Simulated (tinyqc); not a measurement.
sp3s* tight binding: one step. Levels at this k. The numbers come from values chosen for the exercise (near a published set for GaP, fitted to gaps, whose masses and valley positions are rough).

H(k) (eV):
```
             sa         xa          ya          za         s*a          sc         xc         yc         zc
sa    -8.149000          0           0           0           0   -5.977018  2.531003i          0          0
xa            0   1.138000           0           0           0  -3.685414i   1.749904          0          0
ya            0          0    1.138000           0           0           0          0   1.749904  3.028857i
za            0          0           0    1.138000           0           0          0  3.028857i   1.749904
s*a           0          0           0           0    8.431000           0  2.758476i          0          0
sc    -5.977018  3.685414i           0           0           0   -2.193000          0          0          0
xc   -2.531003i   1.749904           0           0  -2.758476i           0   4.087000          0          0
yc            0          0    1.749904  -3.028857i           0           0          0   4.087000          0
zc            0          0  -3.028857i    1.749904           0           0          0          0   4.087000
s*c           0  2.973018i           0           0           0           0          0          0          0

            s*c
sa            0
xa   -2.973018i
ya            0
za            0
s*a           0
sc            0
xc            0
yc            0
zc            0
s*c    7.224000
```

Question. Diagonalise H, which belongs to k = (0.4, 0, 0) (2 pi/a). Four bands are filled (two electrons each); give the make-up of band 5, the lowest empty one.

Give: levels; weights of band 5; weight of band 5 on atom a.

Answer.

levels (eV): -12.3679  -2.9965  -1.1836  -1.1836  3.6043  3.6524  6.4086  6.4086  8.6817  9.9640

weights of band 5: s 0.621, p 0.239, s* 0.141

weight of band 5 on atom a = 0.357

The vertical gap at this k is 4.7879 eV; band 5 is mostly s-like.

Computed by tinyqc, a small Python program: `OMP_NUM_THREADS=1 python tinyqc.py 1452273 1452274 out.jsonl` (the numbers bound the seed that draws the inputs); one thread of a shared host (Intel(R) Xeon(R) Processor @ 2.30GHz), about 0.06 s for the whole set of steps.
